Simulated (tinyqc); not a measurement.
# Defect equilibria of an oxide against oxygen pressure (mass action), step by step

A worked calculation. Computed by tinyqc, a small Python program that keeps every step. Command: `OMP_NUM_THREADS=1 python tinyqc.py 3029275 3029276 out.jsonl brouwer walk`. One thread of a shared host (Intel(R) Xeon(R) Processor @ 2.30GHz), about 0.01 s of CPU time with the checks. Intermediate numbers are printed to about 6 digits and carried at full precision; extremes and crossings named in words are read from the listed rows.

Defects: oxygen vacancies V (charge +2), electrons n, holes p, the ionic partner X = V_M'''' (charge -4), and the dopant. Activities are taken equal to concentrations.

Inputs (values chosen for the exercise, for a model oxide):
```
quantity,value,unit
reduction enthalpy H_r,4.14,eV
prefactor K_r0,1.7e+69,cm^-9 atm^(1/2)
gap E_g,3.11,eV
prefactor N_c N_v,4.9e+41,cm^-6
disorder enthalpy H_s,5.25,eV
prefactor K_s0,1.2e+66,cm^-9
dopant density N_d,1.4e+17,cm^-3
temperature T,1000,K
oxygen pressure P,9e-19,atm
electron mobility mu_n,0.51,cm^2/(V s)
hole mobility mu_p,1.7,cm^2/(V s)
vacancy diffusion prefactor D_0,0.23,cm^2/s
vacancy migration energy E_m,0.68,eV
```

Ionic disorder: Schottky, oxide MO2. Dopant (singly charged, fully ionised): acceptor.

Constants: k_B = 8.617333262e-05 eV/K; e = 1.602176634e-19 C.

## Equilibrium constants

K_r = K_r0 exp(-H_r/k_B T) = [V] n^2 P^(1/2); K_i = N_c N_v exp(-E_g/k_B T) = n p; K_s = K_s0 exp(-H_s/k_B T) = [X] [V]^2.

K_r = 2.32149e+48 cm^-9 atm^(1/2)

K_i = 1.03869e+26 cm^-6

K_s = 4.17201e+39 cm^-9

## Trial electron densities

Neutrality: 2 [V] + p = n + 4 [X] + N_d. With n as the unknown, [V] = K_r/(n^2 P^(1/2)), p = K_i/n, [X] = K_s/[V]^2; the log ratio is ln(positive/negative).

Densities (cm^-3):
```
n,[V],p,[X],log ratio
1.00e+17,2.44707e+23,1.03869e+09,6.96713e-08,14.5281
1.00e+18,2.44707e+21,1.03869e+08,6.96713e-04,8.3648
1.00e+19,2.44707e+19,1.03869e+07,6.96713e+00,1.5741
1.00e+20,2.44707e+17,1.03869e+06,6.96713e+04,-5.3211
1.00e+21,2.44707e+15,1.03869e+05,6.96713e+08,-12.2276
```

## Solution at the given pressure

The root is found by 60 bisections in ln n between n = 1e-10 and 1e25 cm^-3.

n = 1.69317e+19 cm^-3

[V] = 8.53584e+18 cm^-3

p = 6.13460e+06 cm^-3

[X] = 57.2603 cm^-3

The largest terms give the Brouwer balance 2 [V] = n; the smaller of the two terms is 99 % of the total charge of one sign.

## Conductivities

sigma_n = e n mu_n, sigma_p = e p mu_p, sigma_ion = 2 e [V] mu_V with mu_V = 2 e D/(k_B T) and D = D_0 exp(-E_m/k_B T); only the oxygen vacancies carry ionic current, and the ionic transport number is sigma_ion over the total.

sigma_n = 1.38350 S/cm

sigma_p = 1.67088e-12 S/cm

sigma_ion = 0.00546163 S/cm

total conductivity = 1.38897 S/cm

ionic transport number = 0.00393216

The conductor is mainly n-type electronic here.

## Brouwer diagram

The slope is d log n / d log P from this row and the one above; the last column names the largest term on each side. Pressures that give more than 3e21 cm^-3 are left out.

Log10 of the densities in cm^-3:
```
log10 P (atm),n,[V],p,[X],slope of n,balance
-28,20.8889,20.5880,5.1276,-1.55556,-,2 [V] = n
-24,20.2221,19.9215,5.7943,-0.22261,-0.166690,2 [V] = n
-20,19.5550,19.2557,6.4615,1.10895,-0.166777,2 [V] = n
-16,18.8863,18.5931,7.1302,2.43410,-0.167178,2 [V] = n
-12,18.2103,17.9452,7.8062,3.72996,-0.169009,2 [V] = n
-8,17.5028,17.3601,8.5137,4.90012,-0.176865,2 [V] = n
-4,16.6946,16.9766,9.3219,5.66719,-0.202058,2 [V] = N_d
0,15.7517,16.8623,10.2647,5.89581,-0.235712,2 [V] = N_d
```

Regimes: 2 [V] = n from log P = -28 to -8, where that balance predicts a slope of -1/6 and the table comes as close as -0.167; 2 [V] = N_d from log P = -4 to 0, where that balance predicts a slope of -1/4 and the table comes as close as -0.236. Rows with n or p near or above sqrt(N_c N_v) are degenerate, and n p = K_i is then only nominal.

## Conductivity against oxygen pressure

The formulas are those given above.

Log10 of the conductivities in S/cm:
```
log10 P (atm),n-type,p-type,ionic,total,ionic transport number
-28,1.80119,-13.4373,-0.60597,1.80288,0.0039007
-24,1.13442,-12.7705,-1.27245,1.13612,0.0039033
-20,0.46732,-12.1034,-1.93823,0.46902,0.0039152
-16,-0.20140,-11.4347,-2.60080,-0.19967,0.0039707
-12,-0.87743,-10.7586,-3.24873,-0.87559,0.0042351
-8,-1.58489,-10.0512,-3.83381,-1.58245,0.0056058
-4,-2.39312,-9.2430,-4.21735,-2.38666,0.0147678
0,-3.33597,-8.3001,-4.33165,-3.29418,0.0917327
```

The ionic transport number stays at or below about 0.092: no electrolytic window. The total has no minimum inside this range.

Checks made by the program: the three mass-action laws (relative difference below 1e-10).
